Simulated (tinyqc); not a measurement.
A discretised effective-mass wire between two leads, recursive Green functions: one step of the calculation.

Finite differences on a grid of step a give a chain with hopping -t, t = C/(m a^2), C = hbar^2/(2 m0), and site energies 2 t + U_i for the N = 6 sites of the device; the semi-infinite leads have site energy 2 t. Each slice is one site, and V = -t couples neighbouring slices.

Problem. Backward pass. Backward pass: G_NN = g_N, G_ii = g_i + g_i V^dagger G_(i+1,i+1) V g_i; local density of states -Im G_ii/pi on each site.

Values chosen for this exercise: effective mass m = 0.042 m0; grid step a = 1.3 nm.

Constants: q = 1.602176634e-19 C, hbar = 1.054571817e-34 J s, m0 = 9.1093837015e-31 kg, hbar^2/(2 m0) = 0.0380998212 eV nm^2. Results are converted to the units shown.

g_i, site 1 to 6 (1/eV): [-1.7987916-0.4848929i, -1.4396626-0.3023316i, -1.1740611-0.1213540i, -1.0862530-0.0413160i, -1.1484643-0.0157039i, -3.3512424-2.5796565i]

Give: G_ii; local density of states.

Solution.

G_ii, site 1 to 6 (1/eV): [-3.3512-2.5797i, -2.3950-1.0307i, -1.8726-0.4531i, -1.8726-0.4531i, -2.3950-1.0307i, -3.3512-2.5797i]
local density of states, site 1 to 6 (1/eV): [0.82113, 0.32807, 0.14424, 0.14424, 0.32807, 0.82113]

A site of an infinite clean chain has 1/(pi sqrt(4 t^2 - x^2)) = 1.14 1/eV at this energy (x counted from the band centre); the device goes from 0.144 (site 3) to 0.821 (site 6).

tinyqc, about 0.02 s, one thread, Intel Xeon 2.30GHz (shared host): `OMP_NUM_THREADS=1 python tinyqc.py 2660118 2660119 out.jsonl`
